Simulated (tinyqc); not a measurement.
# Worked calculation: thin-film transistor with exponential tail and deep states, accumulation layer

Computed by the program tinyqc: `OMP_NUM_THREADS=1 python tinyqc.py 2610147 2610148 out.jsonl`, one thread of a shared Intel Xeon 2.30GHz, about 0.03 s for the whole run. Printed values are rounded.

An undoped film in accumulation, thicker than the space-charge layer. With band bending psi the Fermi level lies E0 - psi below the band edge. Free electrons n = n0 exp(psi/Vt) carry the current; electrons in two exponential distributions of traps, a = a0 exp(psi/Va) and d = d0 exp(psi/Vp), do not. Linear regime, ohmic contacts, traps in equilibrium.

Parameters, values chosen for the exercise; values close to those of an organic semiconductor: temperature T = 250 K; relative permittivity of the semiconductor eps_r = 3.2; density of extended states Nc = 1.2e20 cm^-3; band mobility mb = 3.4 cm^2/(V s); total density of tail states Nt = 1.2e20 cm^-3; characteristic temperature of the tail Tt = 450 K; total density of deep states Nd = 2.2e17 cm^-3; characteristic temperature of the deep states Td = 1120 K; bulk Fermi level below the band edge E0 = 0.59 eV; gate capacitance Ci = 35 nF/cm^2; ratio W/L WL = 10; drain voltage Vd = 0.2 V; gate voltage above flat band Vg = 6 V.

Constants: q = 1.602176634e-19 C, kB = 1.380649e-23 J/K, Vt = kB T/q, eps0 = 8.8541878128e-14 F/cm where lengths are in cm. Results are converted to the units shown.

## Bulk densities

Va = kB Tt/q, Vp = kB Td/q; n0 = Nc exp(-E0/Vt), a0 = Nt th(T/Tt) exp(-E0/Va), d0 = Nd th(T/Td) exp(-E0/Vp), th(x) = pi x/sin(pi x).

Va = 0.0387780 V
Vp = 0.0965141 V
th(T/Tt) = 1.77225
n0 = 1.53216e8 cm^-3
a0 = 5.24805e13 cm^-3
d0 = 5.29341e14 cm^-3

## Iteration 1: surface potential by Newton steps

psi at the start = 0.34 V

Va = kB Tt/q, Vp = kB Td/q. G(psi) = sum over the three kinds of c0 [V (exp(psi/V) - 1) - psi], field F = sqrt(2 q G/(eps0 eps_r)); Vg = psi + eps0 eps_r F/Ci at the surface. f = psi + eps0 eps_r F/Ci - Vg, f' = 1 + q rho/(Ci F) with rho = sum c0 (exp(psi/V) - 1); psi(new) = psi - f/f'.

F = 128.400 kV/cm
f = -4.62057 V
f' = 13.6777
psi after iteration 1 = 0.677817 V

## Iteration 2: surface potential by Newton steps

As before.

F = 16190.8 kV/cm
f = 125.746 V
f' = 2579.29
psi after iteration 2 = 0.629065 V

The value that enters this step is an overshoot, farther from the solution than the start was, so its intermediate quantities are not physical.

## Course of the iteration: surface potential by Newton steps

Stop when psi changes by less than 1e-10 V, or after 30 iterations. psi must stay between 0 and 5 V.

Course of the iteration:
```
iteration   psi (V)  |change| (V)
1          0.677817         0.338
2          0.629065        0.0488
3          0.576639        0.0524
4          0.525201        0.0514
5          0.487946        0.0373
6          0.473738        0.0142
7          0.472175       1.56e-3
8          0.472158       1.67e-5
9          0.472158       1.86e-9
10         0.472158       < 1e-13
```

Converged in 10 iterations. At the end the number of correct digits about doubles with each step.

## Free and total charge, current

psi_s = 0.472158 V

Va = kB Tt/q, Vp = kB Td/q. G(psi) = sum over the three kinds of c0 [V (exp(psi/V) - 1) - psi], field F = sqrt(2 q G/(eps0 eps_r)); Vg = psi + eps0 eps_r F/Ci at the surface. Total charge Q = Ci (Vg - psi_s); free charge Qf = q times the integral of n0 (exp(psi/Vt) - 1)/F over psi from 0 to psi_s; I = (W/L) mb Qf Vd; effective mobility mb Qf/Q.

surface densities (cm^-3): free 5.05347e17, tail 1.01844e19, deep 7.05266e16
Q = 193.474 nC/cm^2
Qf = 3.53352 nC/cm^2
effective mobility = 0.0620958 cm^2/(V s)
I = 24.0279 nA

1.83 % of the induced charge is free, against 4.70 % of the electrons right at the surface.
